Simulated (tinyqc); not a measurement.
Inside a calculation. Model: avalanche multiplication and breakdown of a junction from ionisation integrals. Computed by tinyqc, a small Python program that keeps every step. Command: `OMP_NUM_THREADS=1 python tinyqc.py 3030963 3030964 out.jsonl impact walk`. One thread of a shared host (Intel(R) Xeon(R) Processor @ 2.30GHz), about 0.01 s of CPU time with the checks. Intermediate numbers are printed to about 6 digits and carried at full precision; extremes and crossings named in words are read from the listed rows.

Ionisation coefficients follow the local field. Position x runs through the depletion layer from the p side (x = 0), where electrons enter, to the n side (x = w), where holes enter. The built-in voltage is neglected.

Inputs (values chosen for the exercise, modelled on InP):
```
quantity,value,unit
electron prefactor a_n,5.89e+06,1/cm
electron field b_n,3.01e+06,V/cm
hole prefactor a_p,2.13e+06,1/cm
hole field b_p,2.24e+06,V/cm
exponent c,1,-
permittivity eps,12.5,-
layer width W,0.37,micrometre
bias as a fraction of the breakdown voltage,0.9,-
```

Junction: p-i-n with uniform field.

Constants: e = 1.602176634e-19 C; eps_0 = 8.8541878128e-12 F/m.

## Breakdown

alpha_n = a_n exp(-(b_n/F)^c), alpha_p = a_p exp(-(b_p/F)^c). Uniform field F = F_m, w = W, V = F_m W. With Phi(x) = int_0^x (alpha_n - alpha_p) dx': 1 - 1/M_n = I_n = int_0^w alpha_n exp(-Phi) dx and M_p = M_n exp(-Phi(w)); trapezoid rule on 401 even points; breakdown at I_n = 1. Solve I_n(F_m) = 1.

critical field F_m = 0.537604 MV/cm

width at breakdown = 0.37 micrometre

breakdown voltage = 19.8913 V

## Coefficients at the critical field

The formulas are those given above.

alpha_n = 21804.0 1/cm

alpha_p = 33024.2 1/cm

ratio k = alpha_p/alpha_n = 1.51459

shorter ionisation length = 0.302808 micrometre

Holes ionise more readily at the peak field. For a uniform field the condition reads (alpha_n - alpha_p) W = ln(alpha_n/alpha_p): -0.4151 against -0.4151.

## Field and integrand below breakdown

Bias V = fraction times the breakdown voltage.

peak field = 0.483843 MV/cm

Every 50th point:
```
x (micrometre),F (MV/cm),alpha_n (1/cm),alpha_p (1/cm),Phi,I_n up to x
0.00000,0.483843,11704.7,20786.0,0.000000,0.000000
0.04625,0.483843,11704.7,20786.0,-0.042001,0.055287
0.09250,0.483843,11704.7,20786.0,-0.084002,0.112946
0.13875,0.483843,11704.7,20786.0,-0.126003,0.173078
0.18500,0.483843,11704.7,20786.0,-0.168004,0.235789
0.23125,0.483843,11704.7,20786.0,-0.210005,0.301191
0.27750,0.483843,11704.7,20786.0,-0.252006,0.369398
0.32375,0.483843,11704.7,20786.0,-0.294008,0.440531
0.37000,0.483843,11704.7,20786.0,-0.336009,0.514715
```

## Multiplication and noise

M_n = 1/(1 - I_n), M_p = M_n exp(-Phi(w)); McIntyre excess noise for the carrier with the larger M, F_x = k M + (1 - k)(2 - 1/M), with k = (smaller M - 1)/(larger M - 1).

M_n = 2.06064

M_p = 2.88356

effective k = 0.563105

excess noise factor = 2.34603

Injecting holes gives the larger gain and, at equal gain, the lower noise.

## Gain against bias and Miller's formula

Miller's exponent n is defined by 1 - 1/M = (V/V_B)^n for the larger M.

Gain:
```
V/V_B,V (V),F_m (MV/cm),M_n,M_p,Miller exponent n
0.50,9.9457,0.268802,1.0030,1.0192,5.73356
0.60,11.9348,0.322562,1.0203,1.0798,5.10068
0.70,13.9239,0.376323,1.0849,1.2376,4.62721
0.80,15.9131,0.430083,1.2886,1.6254,4.28020
0.90,17.9022,0.483843,2.0606,2.8836,4.04194
0.95,18.8968,0.510724,3.7191,5.4408,3.95942
0.98,19.4935,0.526852,8.7789,13.1313,3.92075
0.99,19.6924,0.532228,17.2385,25.9532,3.90960
```

The larger gain passes 2 between 0.800 and 0.900 of V_B and reaches 26.0 at 0.99. Miller's exponent runs from 3.9 to 5.7, so it is not a constant: a fit holds over a narrow range only. From the first row to the last the voltage grows by a factor 1.98 and the peak field by 1.98.

Checks made by the program: the hole form of the condition, int alpha_p exp(Phi(w) - Phi) dx = 1 (relative difference 3e-08).
